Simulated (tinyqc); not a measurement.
Size effects in the resistivity of thin metal films and interconnect lines. From one set of inputs to another, one input at a time. Computed by tinyqc, a small Python program. Command: `OMP_NUM_THREADS=1 python tinyqc.py 3000525 3000526 out.jsonl size ladder`. One thread of a shared host (Intel(R) Xeon(R) Processor @ 2.30GHz), about 0.01 s of CPU time with the checks.

Electrons lose their drift at surfaces (a share 1 - p of the hits) and at grain boundaries (reflection R), besides bulk scattering. The line sits in a trench with a non-conducting liner on both walls and the bottom; the spacing equals the drawn width.

The inputs printed are set A. Set A is modelled on gold; the values taken over come from a set modelled on aluminium. Inputs not listed in the table keep their values of set A, so the rows need not describe a real material.

Inputs (values chosen for the exercise, modelled on gold): bulk resistivity rho_b = 2.13 microohm cm; bulk mean free path lambda = 36.3 nm; specularity p = 0; grain-boundary reflection R = 0.43; drawn line width w = 39 nm; grain size over metal width = 0.64; aspect ratio (height over width) = 2.3; liner thickness t = 0.7 nm; line length = 4.7 micrometre; permittivity of the dielectric k = 3.

Geometry: line.

Constants: eps_0 = 8.8541878128e-12 F/m.

Method:
- Metal width w_m = w - 2t, height h_m = (aspect ratio) w - t, grain size D = (ratio) w_m.
- Mayadas-Shatzkes: alpha = (lambda/D) R/(1 - R); rho_b/rho = 1 - 3 alpha/2 + 3 alpha^2 - 3 alpha^3 ln(1 + 1/alpha).
- Fuchs-Sondheimer film: rho_b/rho = 1 - (3/(2 kappa))(1 - p) int_0^1 (s - s^3)(1 - exp(-kappa/s))/(1 - p exp(-kappa/s)) ds, f = rho/rho_b, kappa = thickness/lambda, 80 Gauss-Legendre points.
- Line: the excess of a film of thickness w_m and of a film of thickness h_m are added, rho/rho_b = 1 + (f(w_m) - 1) + (f(h_m) - 1), an estimate that holds best when both sides exceed lambda.
- Total: rho = rho_b [1 + surface excess + grain excess]; resistance per length rho/(w_m h_m); capacitance per length C = 2 k eps_0 (aspect ratio + 1/2), a parallel-plate estimate for two neighbours plus a fixed term for the planes above and below; delay 0.38 R C L^2; effective resistivity per drawn area.

Each row keeps all changes above it:
```
input moved                           from    to  RC delay (ps)  effective resistivity per drawn area (microohm cm)  rho/rho_b from grains
set A                                    -     -          0.025                                                7.09                  2.564
grain size over metal width           0.64  0.59          0.026                                                7.38                  2.693
bulk mean free path lambda (nm)       36.3  19.2          0.018                                                4.95                  1.909
drawn line width w (nm)                 39    12          0.494                                               13.11                  4.143
permittivity of the dielectric k         3   3.4          0.560                                               13.11                  4.143
line length (micrometre)               4.7    13          4.287                                               13.11                  4.143
grain-boundary reflection R           0.43  0.23          2.769                                                8.47                  2.266
bulk resistivity rho_b (microohm cm)  2.13  2.68          3.484                                               10.66                  2.266
```

RC delay goes from 0.0253 to 3.48, a factor 138 in all. The largest single move comes from drawn line width w (a factor 28.0), and grain-boundary reflection R works against it (a factor 0.646). Effective resistivity per drawn area goes from 7.09 to 10.7, a factor 1.50 in all. The largest single move comes from drawn line width w (a factor 2.65), and grain-boundary reflection R works against it (a factor 0.646). rho/rho_b from grains goes from 2.56 to 2.27, a factor 0.884 in all. The largest single move comes from drawn line width w (a factor 2.17), but it runs against the net change; the largest move in the direction of the net change is grain-boundary reflection R (a factor 0.547). The single moves hold for this order of the switches; the total does not depend on the order.

Extremes, crossings and ranges named in words are read from the listed rows.
